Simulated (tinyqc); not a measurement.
Bound state in one dimension: Numerov shooting, finite differences, DVR, step by step. Computed by tinyqc, a small Python program that keeps every step. Settings: points = 96. Command: `OMP_NUM_THREADS=1 python tinyqc.py 25609 25610 out.jsonl` (the two numbers bound the seeds that draw the settings). One thread of a shared host (Intel(R) Xeon(R) Processor @ 2.60GHz), about 0.01 s of CPU time with the checks.

## Numerov steps at E = -7.07

One particle of mass 1 in V = -7.21 exp(-x^2/1.56^2) (atomic units), psi = 0 at both ends:

| parameter | value |
|---|---|
| left end | -7 |
| right end | 7 |
| intervals | 96 |
| h | 0.145833 |
| state sought (nodes) | 0 |

k_i = 2 m (E - V_i); (1 + h^2 k_(i+1)/12) y_(i+1) = 2 (1 - 5 h^2 k_i/12) y_i - (1 + h^2 k_(i-1)/12) y_(i-1), from y_0 = 0, y_1 = 0.001.

Points along the way:

| i | x | V | k | y |
|---|---|---|---|---|
| 0 | -7.000000 | -1.30e-08 | -14.140000 | 0.000000 |
| 1 | -6.854167 | -2.98e-08 | -14.140000 | 0.001000 |
| 2 | -6.708333 | -6.71e-08 | -14.140000 | 0.002308 |
| 3 | -6.562500 | -1.49e-07 | -14.140000 | 0.004329 |
| 4 | -6.416667 | -3.24e-07 | -14.139999 | 0.007685 |
| 5 | -6.270833 | -6.92e-07 | -14.139999 | 0.013411 |
| 32 | -2.333333 | -0.769720 | -12.600561 | 33895.344065 |
| 33 | -2.187500 | -1.009224 | -12.121552 | 57050.823714 |
| 34 | -2.041667 | -1.300325 | -11.539350 | 95165.577821 |
| 35 | -1.895833 | -1.646363 | -10.847273 | 156986.182330 |
| 36 | -1.750000 | -2.048372 | -10.043256 | 255480.084070 |
| 37 | -1.604167 | -2.504386 | -9.131229 | 409086.319000 |

## Bisection on the node count

With more sign changes than the state has nodes (the last point included) the energy is too high, else too low; the bracket starts as -7.07 to -0.05.

Trials:

| trial | E | sign changes | y at the right end | next |
|---|---|---|---|---|
| 1 | -3.56000000 | 2 | 2.47e+09 | lower |
| 2 | -5.31500000 | 1 | -1.30e+13 | lower |
| 3 | -6.19250000 | 0 | 1.29e+14 | raise |
| 4 | -5.75375000 | 1 | -4.58e+13 | lower |
| 5 | -5.97312500 | 1 | -3.86e+13 | lower |
| 6 | -6.08281250 | 0 | 8.07e+12 | raise |
| 7 | -6.02796875 | 1 | -2.16e+13 | lower |
| 8 | -6.05539063 | 1 | -8.63e+12 | lower |
| 9 | -6.06910156 | 1 | -7.91e+11 | lower |
| 10 | -6.07595703 | 0 | 3.51e+12 | raise |
| 11 | -6.07252930 | 0 | 1.33e+12 | raise |
| 12 | -6.07081543 | 0 | 2.59e+11 | raise |
| 13 | -6.06995850 | 1 | -2.68e+11 | lower |
| 14 | -6.07038696 | 1 | -4.81e+09 | lower |
| ... | ... | ... | ... | ... |
| 28 | -6.07039478 | 1 | -5.00e+06 | lower |
| 29 | -6.07039480 | 0 | 3.04e+06 | raise |
| 30 | -6.07039479 | 1 | -9.76e+05 | lower |

eigenvalue = -6.07039479 hartree

## The same grid by other methods

Three-point finite differences and the sine-DVR kinetic matrix of Colbert and Miller on the same points.

Lowest levels (hartree):

| state | finite differences | DVR |
|---|---|---|
| 0 | -6.073546 | -6.070375 |
| 1 | -3.971930 | -3.959198 |
| 2 | -2.229812 | -2.205599 |
